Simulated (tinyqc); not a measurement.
## Van der Pauw, Hall and four-point-probe measurements on a doped layer: correction factor against the shape of the sample

A uniform n-type layer with sheet resistance Rs = 1/(q ns mu), point contacts, low field (mu B small).

Rs = 1/(q ns mu). For a rectangle with contacts at the corners, RA = (8 Rs/pi) sum_(k>=0) ln coth((2k + 1) pi a/(2 b)) with current along a short side b and voltage along the opposite one, RB the same with a and b exchanged. ar = a/b. F = Rs/[(pi/ln 2)(RA + RB)/2]; small-asymmetry estimate 1 - (ln 2/2) d^2 - ((ln 2)^2/4 - (ln 2)^3/12) d^4 with d = (RB - RA)/(RB + RA).

Inputs (values chosen for the exercise):
- ns = 1.2e13 cm^-2 (sheet density of the layer)
- mu = 63 cm^2/(V s) (drift mobility)

Constants: q = 1.602176634e-19 C. Results are converted to the units shown.

Correction factor against the shape of the sample:
```
ar    RA (ohm)  RB (ohm)  RB/RA       F  estimate of F
1         1822      1822  1.000   1.000          1.000
1.23     882.7      3296  3.734  0.8718         0.8741
1.46     428.4      4978  11.62  0.6738         0.7082
1.69     207.9      6770  32.55  0.5221         0.6213
1.91     104.2      8535  81.92  0.4217         0.5862
2.14     50.58   1.041e4  205.8  0.3484         0.5713
2.37     24.56   1.229e4  500.6  0.2958         0.5653
2.6      11.92   1.419e4   1190  0.2566         0.5628
```

RB/RA rises from 1.00 to 1190 and F falls from 1.00 to 0.257. The estimate is 5.1 % above F at a/b = 1.46 and 2.19 times it in the last row. RA shrinks about as exp(-pi a/b): by a factor of 2.06 between the last two rows, against 2.06.

Program tinyqc, `OMP_NUM_THREADS=1 python tinyqc.py 2850148 2850149 out.jsonl`; Intel Xeon 2.30GHz, shared host, one thread, about 0.01 s.
